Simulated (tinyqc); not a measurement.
# Which input was changed?

Model: donor or exciton in a quantum well (variational effective-mass method). Computed by tinyqc, a small Python program. Command: `OMP_NUM_THREADS=1 python tinyqc.py 3012084 3012085 out.jsonl welldonor which`. One thread of a shared host (Intel(R) Xeon(R) Processor @ 2.30GHz), about 0.3 s of CPU time with the checks.

Electron and hole in their lowest subbands f(z) = cos(pi z/L); relative in-plane motion exp(-rho/lambda) (separable trial function), H = -nabla_rho^2 - 2/sqrt(rho^2 + (z_e - z_h)^2) in effective units. Mass and screening are the same in well and barrier; l = L/a* is the width in effective units. Bands are flat: no polarisation or applied field.

Inputs (values chosen for the exercise, for a model semiconductor):

| quantity | value | unit |
|---|---|---|
| electron mass m | 0.311 | m_0 |
| dielectric constant eps | 9.44 | - |
| well width L | 1.7 | nm |
| in-plane hole mass m_h | 1.45 | m_0 |

Centre: exciton. Barriers: infinite.

Constants: Ry = 13.605693123 eV; a_0 = 0.529177210903 angstrom.

Method:
- mu = m m_h/(m + m_h) takes the place of m; Ry* = Ry m/eps^2, a* = a_0 eps/m; l = L/a*.
- k = pi/l; f = cos(k z) inside and zero outside.
- Binding E_b(lambda) = -1/lambda^2 + (8/lambda^2) int_0^l P(z) g(z) dz, with P(z) = (2/l) [(1 - z/l)(1 + cos(2 pi z/l)/2) + (3/(4 pi)) sin(2 pi z/l)] the distribution of |z_e - z_h| and g(z) = int_z^infinity exp(-2 sqrt(r^2 - z^2)/lambda) dr = int_0^infinity exp(-2 rho/lambda) rho/sqrt(rho^2 + z^2) d rho; 40 Gauss-Legendre points in z and 40 in t with rho = lambda t/(1 - t).
- Golden-section search for the maximum over lambda from 0.3 to 4, 40 steps.

Question. One of these inputs alone was changed, within the range given: electron mass m (0.1555 to 0.622); dielectric constant eps (4.72 to 18.88); well width L (0.85 to 3.4); in-plane hole mass m_h (0.725 to 2.9). Which one, and to what value?

Results:

| run | binding energy (meV) | radius lambda a* (nm) | binding in Ry* |
|---|---|---|---|
| before | 84.88518 | 1.646793 | 2.171132 |
| after | 99.33985 | 1.378725 | 1.979662 |

Answer.

Each candidate set to reproduce binding energy, and what it then gives:

| candidate | range searched | value needed | radius lambda a* (nm) | binding in Ry* |
|---|---|---|---|---|
| electron mass m (m_0) | 0.1555 to 0.622 | 0.4250 | 1.3787 | 1.9797 |
| dielectric constant eps | 4.72 to 18.88 | 8.577 | 1.5372 | 2.0975 |
| well width L (nm) | 0.85 to 3.4 | 1.043 | 1.4526 | 2.5408 |
| in-plane hole mass m_h (m_0) | 0.725 to 2.9 | out of reach | - | - |

Only electron mass m fits every result: it went from 0.311 to 0.425 m_0. The next best candidate, dielectric constant eps, misses one result by 11 %.

Caution: so narrow a well has large confinement energy, where non-parabolicity and barrier penetration matter.
